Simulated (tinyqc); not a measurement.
Fermi-Dirac statistics of conduction electrons: sweeps and comparisons. A value that a table varies takes the place of the one given here.

Non-parabolic band E (1 + alpha E) = c k^2/m: n = Nc (2/sqrt(pi)) integral_0^infinity sqrt(x (1 + a x)) (1 + 2 a x) dx/(1 + exp(x - eta)) with a = alpha kT and eta = (EF - Ec)/kT; a = 0 gives n = Nc F_1/2(eta).

Constants: hbar^2/2m0 = 3.80998211 eV angstrom^2; kB = 8.617333262e-05 eV/K.

Values chosen for the exercise (near those of Ge, lowest valleys alone; the results hold for these values, not for the real material): m = 0.5656 m0 (density-of-states mass of the conduction band); T = 75 K; alpha = 0.7 1/eV (non-parabolicity); m1 = 0.0838 m0 (mass of one isotropic band with spin); L = 150 angstrom (confinement length used to compare densities); n = 1.5e+17 1/cm^3 (electron density).

## Parabolic against non-parabolic filling

N = 2 (m kB T/(4 pi c))^(3/2) with c = hbar^2/2m0, in 1/angstrom^3; times 1e24 for 1/cm^3. k_F = (3 pi^2 n)^(1/3) and the energy E0 that solves E (1 + alpha E) = c k_F^2/m give the limit of zero temperature.

EF - Ec (meV):
```
n (1/cm^3),parabolic,non-parabolic,"non-parabolic, 0 K"
1.0e+17,-16.6,-16.7,1.4
5.0e+17,-5.5,-5.6,4.0
2.0e+18,6.0,5.8,10.2
7.0e+18,21.9,21.4,23.2
2.0e+19,46.8,45.1,46.0
7.0e+19,109.2,101.7,102.2
```

Non-parabolicity lowers EF by 0.1 meV at the lowest density and by 7.4 meV at the highest, where alpha (EF - Ec) = 0.07. Temperature lowers EF below its 0 K value by 18.1 meV at the lowest density and by 0.4 meV at the highest. EF enters the band between 5e+17 and 2e+18 1/cm^3. In Ge the Gamma and Delta valleys, 0.14 and 0.18 eV up, would start to fill in the rows with EF above about 100 meV.

## Dimension (statistics of electrons in three, two and one dimensions)

One band edge at E = 0, lambda = sqrt(4 pi c/(m1 kT)) with c = hbar^2/2m0. Densities with spin: n3 = (2/lambda^3) F_1/2(eta), n2 = (2/lambda^2) F_0(eta) with F_0 = ln(1 + exp(eta)), n1 = (2/lambda) F_-1/2(eta). F_j(eta) = (1/Gamma(j + 1)) integral_0^infinity x^j dx/(1 + exp(x - eta)), which tends to exp(eta) for eta << 0.

The last two columns turn the sheet and line densities into volume densities, n2/L and n1/L^2, over n3.

Densities:
```
eta,n3 (1/cm^3),n2 (1/cm^2),n1 (1/cm),(n2/L)/n3,(n1/L^2)/n3
-4,1.38e+15,4.11e+09,1.22e+04,1.98,3.90
-2,9.84e+15,2.87e+10,8.32e+04,1.95,3.76
-1,2.49e+16,7.09e+10,1.98e+05,1.89,3.52
0,5.82e+16,1.57e+11,4.07e+05,1.80,3.11
1,1.20e+17,2.97e+11,6.91e+05,1.65,2.56
2,2.15e+17,4.81e+11,9.85e+05,1.49,2.04
4,4.95e+17,9.09e+11,1.47e+06,1.22,1.32
8,1.32e+18,1.81e+12,2.13e+06,0.914,0.717
```

lambda = 297.3 angstrom

Far below the edge all three follow exp(eta), and the ratios tend to lambda/L = 1.982 and its square. From eta = 4 to 8 the densities grow by 2.67, 1.99 and 1.45, near the powers 2^(3/2), 2 and 2^(1/2) that the densities of states E^(1/2), E^0 and E^(-1/2) give. One subband serves while EF stays several kT below the second, 9.3 kT up for hard walls; rows with a larger eta, if any, overfill it.

## What moves the Fermi level

N = 2 (m kB T/(4 pi c))^(3/2) with c = hbar^2/2m0, in 1/angstrom^3; times 1e24 for 1/cm^3. Each row changes one parameter from the base and keeps the others.

Results:
```
case,parabolic EF - Ec (meV),non-parabolic EF - Ec (meV)
base,-13.87,-13.98
m = 0.509 m0,-12.80,-12.92
T = 50 K,-6.48,-6.54
n = 7.5e+16 1/cm^3,-18.48,-18.59
alpha = 1.05 1/eV,-13.87,-14.04
```

The largest shifts from the base row, up to three for each result and ties (the steps differ in size, so this ranks the rows, not the parameters). parabolic EF - Ec (meV): T +7.39, n -4.61, m +1.07; unchanged at the printed digits by alpha. non-parabolic EF - Ec (meV): T +7.45, n -4.60, m +1.06.

Program tinyqc; command `OMP_NUM_THREADS=1 python tinyqc.py 1681306 1681307 out.jsonl`; about 0.01 s on one thread of a shared Intel(R) Xeon(R) Processor @ 2.30GHz.
